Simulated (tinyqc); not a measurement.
What moves the results: polar nitride quantum well with polarisation fields. A value that a table varies takes the place of the one given here.

Growth along [0001]. e_par = (a_sub - a)/a, Ppz = 2 e_par (e31 - e33 C13/C33), P = Psp + Ppz in each layer; strain relaxation and the strain shift of the gaps are left out, although thick layers with more than about 1 % mismatch would relax.

In a periodic stack without free charge the potential drop over a period vanishes: F_w = (P_b - P_w) Lb/(eps0 (eps_w Lb + eps_b Lw)), F_b = -F_w Lw/Lb, eps0 = 8.8541878e-12 F/m; 1 MV/cm = 1e8 V/m = 0.01 V/angstrom.

Envelope functions on cells of 0.25 angstrom over barrier, well, barrier (widths Lb, Lw, Lb), psi = 0 beyond, psi'/m continuous (mean mass between points), c = hbar^2/2m0. With u(z) the integral of e F (F_w in the well, F_b = -F_w Lw/Lb in the barriers, 1 MV/cm = 0.01 V/angstrom), zero at the centre of the well, the electron sees u plus Vc in the barriers and the hole -u plus Vv. The transition is Eg + E_e + E_h; excitons are left out.

Constants: hbar^2/2m0 = 3.80998211 eV angstrom^2; hc = 1239.841984 eV nm.

Parameters, chosen for this exercise (near those of an InGaN well in GaN; not measured data):
- a_w = 3.26 angstrom (lattice constant a, well)
- a_b = 3.189 angstrom (lattice constant a, barrier)
- a_sub = 3.189 angstrom (in-plane lattice constant of the stack)
- Psp_w = -0.0289 C/m^2 (spontaneous polarisation)
- Psp_b = -0.0348 C/m^2 (spontaneous polarisation)
- e31_w = -0.352 C/m^2
- e31_b = -0.343 C/m^2
- e33_w = 0.72 C/m^2
- e33_b = 0.636 C/m^2
- C_w = 0.283 (C13/C33)
- C_b = 0.266 (C13/C33)
- eps_w = 11.2 (dielectric constant)
- eps_b = 10.1 (dielectric constant)
- Lb = 105 angstrom (barrier width)
- Eg = 2.666 eV (gap of the well)
- Vc = 0.526 eV (conduction offset)
- Vv = 0.248 eV (valence offset)
- me = 0.174 m0 (electron, well)
- meb = 0.2 m0 (electron, barrier)
- mh = 1.8 m0 (hole, everywhere)
- Ls = (10, 14, 20, 28, 38, 50) angstrom (well widths)
- Lw = 23 angstrom (well width)

## Width of the well

Field, levels and overlap anew for each width.

Results:

| Lw (angstrom) | F_w (MV/cm) | E (eV) | E without field (eV) | overlap^2 | ln overlap^2 |
|---|---|---|---|---|---|
| 10 | -2.796 | 3.0271 | 3.0787 | 0.616 | -0.48 |
| 14 | -2.710 | 2.8871 | 2.9759 | 0.497 | -0.70 |
| 20 | -2.591 | 2.7162 | 2.8782 | 0.265 | -1.33 |
| 28 | -2.448 | 2.5281 | 2.8051 | 0.0764 | -2.57 |
| 38 | -2.289 | 2.3265 | 2.7564 | 0.00950 | -4.66 |
| 50 | -2.124 | 2.1165 | 2.7254 | 0.000435 | -7.74 |

What does this show, and why?

The red shift grows from 52 to 609 meV. The line drops below Eg between 20 and 28 angstrom, which a square well can never do. Over the last two rows dE/dLw = -17.5 meV per angstrom, against -|e F_w| = -21.2 in the last row; the field itself weakens by 24 % over the table, since a wider well shares the drop with the barrier. The overlap falls by a factor 1.42e+03.

## Screening the field

F_w = -2.5353 MV/cm

Carriers or a semipolar orientation reduce the field; here it is simply scaled in well and barrier.

Results:

| share of the field | F_w (MV/cm) | E (eV) | nm | overlap^2 | separation (angstrom) |
|---|---|---|---|---|---|
| 1.0 | -2.535 | 2.6417 | 469.3 | 0.17 | 14.4 |
| 0.8 | -2.028 | 2.7033 | 458.6 | 0.26 | 12.7 |
| 0.6 | -1.521 | 2.7574 | 449.6 | 0.39 | 10.7 |
| 0.4 | -1.014 | 2.8019 | 442.5 | 0.57 | 8.2 |
| 0.2 | -0.507 | 2.8334 | 437.6 | 0.80 | 4.8 |
| 0.0 | 0.000 | 2.8454 | 435.7 | 0.94 | 0.0 |

What does this show?

Full screening shifts the line by -33.6 nm (+204 meV). The first fifth of the screening gives 62 meV and the last fifth 12 meV; a purely quadratic shift would give a ratio of 9, a linear one 1, and here it is 5.1.

## What each parameter does

Polarisation, field, levels and overlap anew. Each row changes one parameter from the base and keeps the others.

Results:

| case | F_w (MV/cm) | E (eV) | overlap^2 | red shift (meV) |
|---|---|---|---|---|
| base | -2.535 | 2.6417 | 0.17 | 204 |
| Lw = 28 angstrom | -2.448 | 2.5281 | 0.076 | 277 |
| Lb = 130 angstrom | -2.618 | 2.6295 | 0.16 | 216 |
| a_sub = 3.179 angstrom | -2.552 | 2.6396 | 0.17 | 206 |
| Psp_b = -0.0383 C/m^2 | -2.830 | 2.6031 | 0.14 | 242 |
| e33_w = 0.792 C/m^2 | -2.610 | 2.6321 | 0.16 | 213 |
| eps_w = 12.3 | -2.343 | 2.6658 | 0.20 | 180 |
| mh = 1.26 m0 | -2.535 | 2.6577 | 0.20 | 196 |
| Vc = 0.447 eV | -2.535 | 2.6235 | 0.16 | 212 |

What does this show?

The largest shifts from the base row, up to three for each result and ties (the steps differ in size, so this ranks the rows, not the parameters). F_w (MV/cm): Psp_b -0.295, eps_w +0.192, Lw +0.088; unchanged at the printed digits by mh and Vc. E (eV): Lw -0.1137, Psp_b -0.0386, eps_w +0.0241. overlap^2: Lw -0.0984, Psp_b -0.0366, mh +0.0291; unchanged at the printed digits by a_sub. red shift (meV): Lw +73, Psp_b +39, eps_w -24.

Run: tinyqc, `OMP_NUM_THREADS=1 python tinyqc.py 1281219 1281220 out.jsonl`; Intel(R) Xeon(R) Processor @ 2.30GHz, one thread, shared host; about 0.06 s of CPU time with all checks.
